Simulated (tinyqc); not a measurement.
Inside a calculation. Model: surface potential of a MOS transistor: implicit equation and explicit approximations.

Numbers from tinyqc (`OMP_NUM_THREADS=1 python tinyqc.py 2122161 2122162 out.jsonl`; about 0.01 s on one thread of a shared Intel Xeon 2.30GHz). Printed values are rounded.

p-type body, charge-sheet picture, depletion and inversion only, full ionisation (an idealisation for deep acceptors), Boltzmann statistics (rough once Na exp(x - xn) passes about Nc/7). In units of Vt: xg = (Vg - Vfb)/Vt, x = psi/Vt, G = gamma/sqrt(Vt), xn = (2 phiF + Vc)/Vt. The implicit equation is (xg - x)^2 = G^2 [x - 1 + exp(x - xn)] for x above about 3. Cox = eps0 eox/tox.

Values chosen for this exercise; band and dielectric values close to those of germanium: temperature T = 300 K; band gap Eg = 0.648 eV; relative permittivity eps_r = 15.9; conduction-band density of states at T Nc = 1.03e19 cm^-3; valence-band density of states at T Nv = 5.99e18 cm^-3; relative permittivity of the gate insulator (close to silicon dioxide) eox = 3.9; insulator thickness tox = 9 nm; acceptor density Na = 1.2e18 cm^-3; flat-band voltage Vfb = -0.43 V; channel-body voltage Vc = 0 V; gate-body voltage Vg = 1.26 V.

Constants: q = 1.602176634e-19 C, kB = 1.380649e-23 J/K, Vt = kB T/q, eps0 = 8.8541878128e-14 F/cm where lengths are in cm. Results are converted to the units shown.

## Scales

ni = sqrt(Nc Nv) exp(-Eg/(2 Vt)), Eg in volts; phiF = Vt ln(Na/ni); gamma = sqrt(2 q eps0 eps_r Na)/Cox; VT = Vfb + Vt (xn + G sqrt(xn - 1)).

phiF = 0.275429 V
gamma = 1.91762 V^0.5
G = 11.9266
xn = 21.3082
VT = 1.51032 V
xg = 65.3721

## Explicit approximation

Depletion value a = 1 + [sqrt(G^2/4 + xg - 1) - G/2]^2; inversion value b = xn + ln[(xg - xn)^2/G^2 - xn + 1] and first guess y = min(a, b) - ln(1 + exp(-|a - b|)) if a > xn + 1, else b = y = a; one second-order correction with D = exp(y - xn), p = 2 (xg - y) + G^2 (1 + D), w = (xg - y)^2 - G^2 (y - 1 + D): z = y + 2 w/(p + sqrt(p^2 - 2 (2 - G^2 D) w)), or the Newton step z = y + w/p where the root is not real.

a = 17.2680
b = 17.2680
y = 17.2680
p = 240.954
w = -2.50263
z = 17.2576

The root of the implicit equation is x = 17.2576; y misses it by 0.010 and z by -1.9e-9, in units of Vt.

## Starting value

x = y rounded to two decimals.

x at the start = 17.27

## Iteration 1: new x

D = exp(x - xn), f = (xg - x)^2 - G^2 (x - 1 + D), f' = -2 (xg - x) - G^2 (1 + D), x(new) = x - f/f'.

D = 0.0176298
f = -2.99169
f' = -240.955
x after iteration 1 = 17.2576

## Iteration 2: new x

As before.

D = 0.0174122
f = -3.83362e-5
f' = -240.949
x after iteration 2 = 17.2576

## Course of the iteration

Stop when the step is below 1e-11, or after 60 iterations.

Course of the iteration:
```
iteration	x before the step	step
1	17.27	-0.0124
2	17.2576	-1.59e-7
3	17.2576	3.55e-15
```

Converged in 3 iterations.

## Potential, charges and gate control

converged x = 17.2576

psi = Vt x; N_dep = Cox Vt G sqrt(x - 1)/q; N_inv = (Cox Vt G/q) [sqrt(x - 1 + exp(x - xn)) - sqrt(x - 1)]; dpsi/dVg = 1/[1 + G^2 (1 + exp(x - xn))/(2 (xg - x))].

psi = 0.446143 V
N_dep = 2.97713e12 cm^-2
N_inv = 1.5939e9 cm^-2
dpsi/dVg = 0.399375

psi lies 4.1 Vt below 2 phiF + Vc.
